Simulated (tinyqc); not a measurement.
Channel length: inversion-layer mobility, back-scattering and ballistic limit of a field-effect transistor. Computed by tinyqc, a small Python program. Command: `OMP_NUM_THREADS=1 python tinyqc.py 3024371 3024372 out.jsonl mos walk`. One thread of a shared host (Intel(R) Xeon(R) Processor @ 2.30GHz), about 0.01 s of CPU time with the checks.

The charge at the top of the source barrier is fixed by the gate; series resistance and short-channel effects are left out. F_j are Fermi integrals normalised to exp(eta) in the classical limit.

Inputs (values chosen for the exercise, modelled on an InGaAs n-channel):
```
quantity                                     value        unit
transport mass m                             0.044         m_0
valley degeneracy g_v                            1           -
weight w of the inversion charge               0.5           -
permittivity eps                              13.9           -
phonon mobility at 1 MV/cm and 300 K, mu_ph   3100  cm^2/(V s)
roughness mobility at 1 MV/cm, mu_sr          3000  cm^2/(V s)
Coulomb mobility at N_inv = 1e12/cm^2, mu_C   2800  cm^2/(V s)
electrical oxide thickness t_inv               1.5          nm
depletion charge N_dep                       2e+12      1/cm^2
gate overdrive V_G - V_T                      0.43           V
drain voltage V_D                              1.1           V
exponent a of the critical length             0.82           -
temperature T                                  400           K
```

Statistics at the top of the barrier: Fermi-Dirac.

Constants: eps_0 = 8.8541878128e-12 F/m; e = 1.602176634e-19 C; m_0 = 9.1093837015e-31 kg; k_B = 1.380649e-23 J/K; hbar = 1.054571817e-34 J s; k_B = 8.617333262e-05 eV/K.

Method:
- N_inv = 3.9 eps_0 (V_G - V_T)/(e t_inv); effective field E_eff = e (N_dep + w N_inv)/(eps eps_0).
- mu_phonon = mu_ph (E_eff/1 MV/cm)^(-0.3) (T/300 K)^(-1.75); mu_rough = mu_sr (E_eff/1 MV/cm)^(-2); mu_Coulomb = mu_C (N_inv/1e12 cm^-2) (T/300 K); Matthiessen's rule adds 1/mu.
- F_j(eta) = (1/Gamma(j + 1)) int_0^infinity x^j/(1 + exp(x - eta)) dx, F_0 = ln(1 + exp(eta)). Integrals over x = E/(k_B T) use 160 Gauss-Legendre points in u = sqrt(x) from 0 to sqrt(max(eta, 0) + 32).
- Ballistic channel: N_2D = g_v m k_B T/(pi hbar^2), U = e V_D/(k_B T); eta_F solves N_inv = (N_2D/2)[F_0(eta_F) + F_0(eta_F - U)]; v_T = sqrt(2 k_B T/(pi m)); I/W = e (N_2D/2) v_T [F_1/2(eta_F) - F_1/2(eta_F - U)]; injection velocity v_T F_1/2(eta_F)/F_0(eta_F).
- Mean free path lambda = (2 k_B T/e)(mu/v_T) F_0(eta_0)/F_-1/2(eta_0), with eta_0 from N_inv = N_2D F_0(eta_0); critical length l = L (1 + U)^(-a), an empirical rule; back-scattering r = l/(l + lambda). Then eta solves N_inv = (N_2D/2)[(1 + r) F_0(eta) + (1 - r) F_0(eta - U)] and I/W = e (N_2D/2) v_T (1 - r)[F_1/2(eta) - F_1/2(eta - U)].
- The last column is the long-channel law e N_inv mu V/L with V = V_D - V_D^2/(2 V_ov) below pinch-off and V_ov/2 above, V_ov = V_G - V_T.

inversion density N_inv = 6.17846e+12 1/cm^2

effective mobility mu = 1512.09 cm^2/(V s)

ballistic current I/W = 9771.66 microampere/micrometre

Currents (microampere/micrometre):
```
L (nm)        r     I/W  ballistic ratio  long-channel law
5       0.00290  9701.2          0.99279             64363
10      0.00579  9631.7          0.98568             32181
20      0.01151  9495.4          0.97173             16091
40      0.02276  9233.6          0.94493              8045
80      0.04451  8748.8          0.89533              4023
160     0.08523  7911.2          0.80961              2011
400     0.18893  6121.8          0.62648               805
1000    0.36803  3870.4          0.39608               322
```

What does the comparison show, and why?

The current scales as L^-0.50 at the long end and as L^-0.01 at the short end, where it reaches 99 % of the ballistic 9770. The long-channel law passes the ballistic limit between 20.0 and 40.0 nm and has no meaning below. At 1000 nm the model gives 12.03 times the long-channel law; the rule for l is a fit for short devices and fails wherever the model exceeds that law. Raising mu by 10 % at 20 nm raises I by 0.3 %. Caution: the Fermi level lies so high that further subbands and non-parabolicity matter.

Extremes, crossings and ranges named in words are read from the listed rows.
